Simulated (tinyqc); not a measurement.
Worked calculation: exciton in a hard-walled quantum well (variational). Values are carried at full precision from step to step, so a last printed digit may differ when a step is redone from the rounded ones.

Constants: Ry = 13.60569312 eV; a0 (Bohr radius) = 0.5291772105 angstrom; hbar^2/2m0 = 3.80998211 eV angstrom^2; e^2/(4 pi eps0) = 14.39964547 eV angstrom.

Inputs chosen for the exercise (near those of GaN; the results hold for these values, not for the real material):
```
symbol  value                         unit      meaning
me      0.192                         m0        electron mass
mh      0.842                         m0        hole mass
eps     9.4                                     dielectric constant
Eg      3.584                         eV        gap
L       20                            angstrom  well width
lams    (12, 17, 21, 25, 30, 37, 49)  angstrom  trial lengths
```

## Exciton units

1/mu = 1/me + 1/mh, Ry* = Ry mu/eps^2, a* = a0 eps/mu.

mu = 0.15635 m0
Ry* = 24.075 meV
a* = 31.82 angstrom

## Hydrogen-like series

Binding Ry*/n^2 in three dimensions and Ry*/(n - 1/2)^2 in two; strengths relative to n = 1 go as 1/n^3 and (1/2)^3/(n - 1/2)^3. Lines at Eg less the binding.

Series:
```
n  3D binding (meV)  3D line (eV)  3D strength  2D binding (meV)  2D line (eV)  2D strength
1             24.07        3.5599       1.0000             96.30        3.4877       1.0000
2              6.02        3.5780       0.1250             10.70        3.5733       0.0370
3              2.67        3.5813       0.0370              3.85        3.5801       0.0080
4              1.50        3.5825       0.0156              1.97        3.5820       0.0029
```

## The form factor

Electron and hole in the lowest states cos(pi z/L) of a hard-walled well; relative motion in the plane exp(-rho/lam). E(lam) = c/(mu lam^2) - (q/eps) <1/r>, <1/r> = integral over k from 0 to infinity of F(kL) (1 + (k lam/2)^2)^(-3/2), F(x) = [3x + 8 pi^2/x - 32 pi^4 (1 - exp(-x))/(x^2 (x^2 + 4 pi^2))]/(x^2 + 4 pi^2); c = hbar^2/2m0, q = e^2/(4 pi eps0). E is counted from the subband edge.

F at k = 0.5/a*, 1/a*, 2/a*, 4/a* and 8/a*.

Form factor:
```
k a*     k L       F
0.5   0.3143  0.9381
1.0   0.6286  0.8820
2.0   1.2573  0.7844
4.0   2.5145  0.6343
8.0   5.0290  0.4461
```

## Scan over the trial length

Evaluate the integral numerically for each lam.

Scan:
```
lam (angstrom)  <1/r> (1/angstrom)  kinetic (meV)  Coulomb (meV)  E (meV)
12                         0.11162        169.226       -170.985   -1.758
17                         0.08619         84.320       -132.032  -47.712
21                         0.07307         55.258       -111.929  -56.671
25                         0.06348         38.990        -97.241  -58.252
30                         0.05458         27.076        -83.612  -56.536
37                         0.04567         17.800        -69.961  -52.161
49                         0.03573         10.149        -54.729  -44.580
```

## The minimum

Minimise E over lam.

lam = 24.6 angstrom
binding energy = 58.26 meV
in Ry* = 2.420
lam/a* = 0.774

The strict two-dimensional limit is 4 Ry* with lam = a*/2; L/a* = 0.63 here.

## Checks

- Binding of a very thin well (L = a*/5000) against 4 Ry*, meV: both 96.3.
- F(3) from a double integral on a grid against the closed form: both 0.5885.

(tinyqc, `OMP_NUM_THREADS=1 python tinyqc.py 1282660 1282661 out.jsonl`, Intel(R) Xeon(R) Processor @ 2.30GHz, 1 thread, shared host, about 0.01 s.)
